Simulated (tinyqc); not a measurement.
Which roughness does what: X-ray reflectivity of a thin film on silicon: critical angles, Parratt recursion, fringes and roughness. Computed by tinyqc, a small Python program. Command: `OMP_NUM_THREADS=1 python tinyqc.py 3120377 3120378 out.jsonl xrr walk`. One thread of a shared host (Intel(R) Xeon(R) Processor @ 2.30GHz), about 0.01 s of CPU time with the checks.

n = 1 - delta + i beta; the classical electron radius is r_e = 2.8179403e-6 nm. Layer 0 is vacuum, 1 the film, 2 the substrate.

Inputs (values chosen for the exercise, modelled on Si3N4 on silicon, copper K-alpha radiation):

| quantity | value | unit |
|---|---|---|
| wavelength lambda | 0.15406 | nm |
| film density rho | 3.06 | g/cm^3 |
| effective electrons per unit mass, film | 0.5 | mol/g |
| beta/delta, film | 0.016 | - |
| film thickness d | 21.8 | nm |
| roughness of the surface sigma_1 | 0.33 | nm |
| roughness of the interface sigma_2 | 0.48 | nm |
| substrate density | 2.33 | g/cm^3 |
| effective electrons per unit mass, substrate | 0.507 | mol/g |
| beta/delta, substrate | 0.023 | - |
| grazing angle theta | 1.13 | degrees |

Constants: N_A = 6.02214076e+23 1/mol.

Method:
- delta = r_e lambda^2 rho_e/(2 pi), rho_e = density x electrons per mass x N_A; critical angle sqrt(2 delta), q_c = 4 sqrt(pi r_e rho_e).
- k_j = (2 pi/lambda) sqrt(sin^2 theta - 2 delta_j + 2 i beta_j); r_ij = (k_i - k_j)/(k_i + k_j) x exp(-2 k_i k_j sigma^2) (Nevot-Croce); r = (r_01 + r_12 p)/(1 + r_01 r_12 p), p = exp(2 i k_1 d); R = |r|^2.
- Far above the critical angle the period is d theta = lambda/(2 d), or 2 pi/d in q; the envelope runs between (|r_01| - |r_12 p|)^2 and (|r_01| + |r_12 p|)^2; contrast = 2 a b/(a^2 + b^2) with a = |r_01|, b = |r_12 p|; roughness factors on the amplitudes are about exp(-q^2 sigma^2/2).
- R is averaged over one period above each angle (64 points); contrast = (max - min)/(max + min) of R theta^4 over that period. Cases: smooth; only sigma_1; only sigma_2; both.

period in theta = 0.202454 degrees

Constants:

| layer | rho_e (1/nm^3) | delta | beta | critical angle (degrees) | q_c (1/nm) |
|---|---|---|---|---|---|
| film | 921.388 | 9.80786e-06 | 1.56926e-07 | 0.253761 | 0.361262 |
| substrate | 711.402 | 7.57263e-06 | 1.74170e-07 | 0.222977 | 0.317437 |

Mean R and contrast:

| theta (degrees) | R smooth | contrast | R, sigma_1 | contrast, sigma_1 | R, sigma_2 | contrast, sigma_2 | R, both | contrast, both |
|---|---|---|---|---|---|---|---|---|
| 0.8 | 4.4555e-04 | 0.43117 | 3.7806e-04 | 0.44993 | 4.4106e-04 | 0.36734 | 3.7355e-04 | 0.38156 |
| 1.2 | 9.7092e-05 | 0.43177 | 6.8354e-05 | 0.48412 | 9.5271e-05 | 0.30497 | 6.6494e-05 | 0.33718 |
| 1.8 | 2.0907e-05 | 0.43166 | 9.9151e-06 | 0.57291 | 2.0294e-05 | 0.19855 | 9.2692e-06 | 0.25240 |
| 2.5 | 6.1958e-06 | 0.43228 | 1.7013e-06 | 0.80447 | 5.8298e-06 | 0.09585 | 1.3598e-06 | 0.25627 |
| 3.5 | 1.6654e-06 | 0.43231 | 1.8204e-07 | 0.99989 | 1.5632e-06 | 0.02241 | 9.2346e-08 | 0.18553 |

What follows from these numbers?

At 2.5 degrees sigma_1 alone multiplies the mean R by 0.27 and sigma_2 alone by 0.94; the contrast goes from 0.43 (smooth) to 0.80 and 0.10.
